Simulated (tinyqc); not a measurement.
## Junction parameters from two forward currents

Inverse problem. D(v) = J1 (exp(v/Vt) - 1) + J2 (exp(v/(2 Vt)) - 1). Find J1, J2 and the voltage 2 Vt ln(J2/J1) near which both parts are equal.

Values chosen for this exercise: temperature T = 358 K.

Constants: q = 1.602176634e-19 C, kB = 1.380649e-23 J/K, Vt = kB T/q. Results are converted to the units shown.

junction voltages (V): 0.33  0.67
currents (uA/um): 3.3751355e-7  0.0078932443

Answer. The current is linear in J1 and J2, so two points give two equations.

J1 = 2.900e-12 uA/um
J2 = 1.000e-9 uA/um
crossover = 0.3605 V

Program tinyqc, `OMP_NUM_THREADS=1 python tinyqc.py 2182241 2182242 out.jsonl`; Intel Xeon 2.30GHz, shared host, one thread, about 0.2 s.
